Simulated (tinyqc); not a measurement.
# Gain factor and gap resistance from two string resistances

Problem. At small bit-line voltage each of the 48 cells has the resistance 1/(K x) at overdrive x (no mobility reduction) in series with a gap resistance Rg. Find K, Rg and the share of the gaps at the higher overdrive.

resistance of a string of 48 equal cells at overdrives of 4.2 and 7.4 V (kohm): 1766.7147  1050.4705

Answer. The resistance per cell is a straight line in 1/x with slope 1/K and intercept Rg.

K = 6.90 uA/V^2
Rg = 2.30 kohm
share of the gaps = 10.5 %

Program tinyqc, `OMP_NUM_THREADS=1 python tinyqc.py 2142203 2142204 out.jsonl`; Intel Xeon 2.30GHz, shared host, one thread, about 1 s.
